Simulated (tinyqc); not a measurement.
Rectangular fin or nanosheet with a gate all round, subbands and threshold shift from confinement: two steps of the calculation.

Undoped body with a flat potential across it, hard walls, transport along x. One isotropic valley (g = 1, mx = my = mz = me). Non-parabolicity enters the subband edges through E (1 + al E) = gamma, so E = 2 gamma/(1 + sqrt(1 + 4 al gamma)); motion within a subband is taken as parabolic with the band-edge mass. Energies are counted from the bulk band edge.

Values chosen for this exercise; masses close to those of GaN:
```
symbol,value,unit,meaning
T,400,K,temperature
me,0.199,m0,mass at the band edge
al,0.18,1/eV,non-parabolicity
t,2.7,nm,width (along y)
dl,0,nm,widening of the box by penetration into the insulator
H,10.8,nm,height (along z)
```

Constants: q = 1.602176634e-19 C, kB = 1.380649e-23 J/K, hbar = 1.054571817e-34 J s, m0 = 9.1093837015e-31 kg, Vt = kB T/q, hbar^2/(2 m0) = 0.0380998212 eV nm^2. Results are converted to the units shown.

Problem 1. Lowest subbands. gamma = C pi^2 [a^2/(my (t + dl)^2) + b^2/(mz (H + dl)^2)], C = hbar^2/(2 m0). List the 5 lowest, labelled by quantum numbers, with degeneracy g and N_k: N_k = g sqrt(2 mx m0 kB T/(pi hbar^2)).

Give: E_k; g; N_k.

Solution 1.

```
subband  E_k (eV)  g  N_k (cm^-1)
1,1        0.2630  1      2.394e6
1,2        0.3070  1      2.394e6
1,3        0.3791  1      2.394e6
1,4        0.4774  1      2.394e6
1,5        0.5995  1      2.394e6
```

Problem 2. Threshold shift. Each subband has N_k = g sqrt(2 mx m0 kB T/(pi hbar^2)); without degeneracy n = exp(EF/Vt) sum N_k exp(-E_k/Vt). Classical value Nc times t H, Nc = sum over valleys of 2 g (m m0 kB T/(2 pi hbar^2))^1.5 with m = (mx my mz)^(1/3). Threshold shift dVT = Vt ln(classical value/sum N_k exp(-E_k/Vt)). Use the subbands listed.

```
subband    E_k (eV)  N_k (cm^-1)
1,1      0.26295804  2.3939031e6
1,2      0.30703643  2.3939031e6
1,3      0.37913306  2.3939031e6
1,4      0.47738679  2.3939031e6
1,5      0.59951545  2.3939031e6
```

Give: shares; sum N_k exp(-E_k/Vt); Nc; classical value; dVT.

Solution 2.

shares, subband 1,1 to 1,5 (%): 76.06  21.17  2.61  0.15  0.00
sum N_k exp(-E_k/Vt) = 1531 cm^-1
Nc = 3.430e18 cm^-3
classical value = 1.000e6 cm^-1
dVT = 223.4 mV

tinyqc, about 0.09 s, one thread, Intel Xeon 2.30GHz (shared host): `OMP_NUM_THREADS=1 python tinyqc.py 2350042 2350043 out.jsonl`
